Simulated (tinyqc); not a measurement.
Worked calculation: scattering of inversion-layer electrons by surface optical phonons of the gate insulator (remote phonon scattering). Computed by tinyqc, a small Python program that keeps every step. Command: `OMP_NUM_THREADS=1 python tinyqc.py 3111091 3111092 out.jsonl sophonon walk`. One thread of a shared host (Intel(R) Xeon(R) Processor @ 2.30GHz), about 0.02 s of CPU time with the checks. Intermediate numbers are printed to about 7 digits and carried at full precision; extremes and crossings named in words are read from the listed rows.

One subband with the Fang-Howard envelope; insulator and channel are half-spaces, the gate is far away, and an interlayer only moves the polar surface away by t (its own modes and its permittivity contrast are left out).

Inputs (values chosen for the exercise, modelled on SiO2 on germanium):
```
quantity                                   value        unit
static constant of the insulator eps_0s     3.92           -
intermediate constant eps_i                 3.07           -
optical constant eps_inf                    2.46           -
hbar omega_TO1                              56.1         meV
hbar omega_TO2                               138         meV
constant of the channel eps_s               16.2           -
in-plane mass m                            0.123         m_0
valleys g_v                                    4           -
sheet density n                          2.9e+12      1/cm^2
mean distance of the electrons z0 = 3/b        2          nm
interlayer thickness t                         0          nm
temperature T                                300           K
electron energy E                            110         meV
mobility from other processes                790  cm^2/(V s)
```

Screening by the channel electrons: none.

Constants: k_B = 8.617333262e-05 eV/K; hbar^2/(2 m_0) = 3.80998212 eV angstrom^2; e^2/(4 pi eps_0) = 14.39964548 eV angstrom; hbar = 6.582119569e-16 eV s; e = 1.602176634e-19 C; m_0 = 9.1093837015e-31 kg.

## Surface modes and strengths

eps(w) = eps_inf + (eps_0s - eps_i) w1^2/(w1^2 - w^2) + (eps_i - eps_inf) w2^2/(w2^2 - w^2). Surface modes solve eps(w) + eps_s = 0, a quadratic in w^2; the strength of a mode is g = 2/(w d eps/dw). Occupation N = 1/(exp(hbar w/(k_B T)) - 1).

hbar omega_SO (meV): 1 57.3160, 2 140.2569

strengths g: 1 0.002163576, 2 0.001725203

occupations N: 1 0.1222419, 2 0.0044229

hbar omega g (2 N + 1) (meV): 1 0.1543254, 2 0.2441120

The lower mode has the larger hbar omega g N, the prefactor of absorption before the dependence on q: 0.0152 and 0.00107 meV.

## The electron gas

Density of states D = g_v m/(pi hbar^2); eta = E_F/(k_B T) = ln(exp(n/(D k_B T)) - 1); screening wave number q_s = e^2 D/(2 eps_0 eps_avg) x 1/(1 + exp(-eta)), eps_avg = (eps_s + eps_inf)/2; b = 3/z0.

D = 2.055239e+14 1/(eV cm^2)

eta = -0.3201970

q_s = 0.8383208 1/nm

b = 1.5 1/nm

## Squared matrix elements

For a mode of strength g, without the occupation factor, Area x |M(q)|^2 = e^2 hbar w g/(2 eps_0 q) x (b/(b + q))^6 exp(-2 q t).

Area x |M|^2 (meV^2 nm^2):
```
q (1/nm)  (b/(b + q))^6  exp(-2 q t)        mode 1        mode 2
0.05          0.8214050            1  1.843177e+04  3.596528e+04
0.10          0.6789342            1  7.617410e+03  1.486359e+04
0.20          0.4719044            1  2.647303e+03  5.165592e+03
0.30          0.3348980            1  1.252480e+03  2.443922e+03
0.50          0.1779785            1  3.993717e+02  7.792802e+02
0.80          0.0769450            1  1.079121e+02  2.105652e+02
1.20          0.0294012            1  2.748928e+01  5.363889e+01
```

## Rates at the energy E

Approximate momentum relaxation rate, taking tau v alike in the initial and final states: 1/tau = (m/(2 pi hbar^3)) sum over modes and over absorption (N, E' = E + hbar w) and emission (N + 1, E' = E - hbar w > 0) of [(1 - f(E'))/(1 - f(E))] int_0^(2 pi) Area |M(q)|^2 (1 - cos theta) d theta, q^2 = k^2 + k'^2 - 2 k k' cos theta, f the Fermi function; 48 midpoints in theta from 0 to pi.

rates (1/ps): mode 1 absorption 0.0190446, mode 1 emission 0.3188217, mode 2 absorption 0.0007944, mode 2 emission 0.0000000

tau at E = 2952.809 fs

## Mobility

mu = (e/m) int tau E f (1 - f) dE/(k_B T int f dE), by 300 midpoints from 0 to (max(eta, 0) + 14) k_B T; Matthiessen sum with the other processes.

remote-phonon mobility = 143721.3 cm^2/(V s)

total mobility = 785.6813 cm^2/(V s)

loss of mobility = 0.5466702 %

Caution: a relaxation time is only an approximation for inelastic scattering, and static or no screening brackets the true dynamic screening only roughly.

## What an interlayer buys

The formulas are those given above.

Against the interlayer thickness:
```
t (nm)  remote-phonon mobility (cm^2/(V s))  total (cm^2/(V s))
0.0                                  143721            785.6813
0.3                                  209213            787.0281
0.6                                  299657            787.9228
1.0                                  471607            788.6789
1.5                                  798861            789.2195
2.0                                 1299419            789.5200
3.0                                 3111369            789.7995
```

1 nm of interlayer raises the remote-phonon mobility by a factor 3.28, as exp(2 q t) with an effective q of 0.59 per nm; between 2 and 3 nm the effective q is 0.44. The total goes from 786 to 789 over the first nanometre.

Checks made by the program: sum of strengths against 1/(eps_s + eps_inf) - 1/(eps_s + eps_0s) (relative difference below 1e-10).
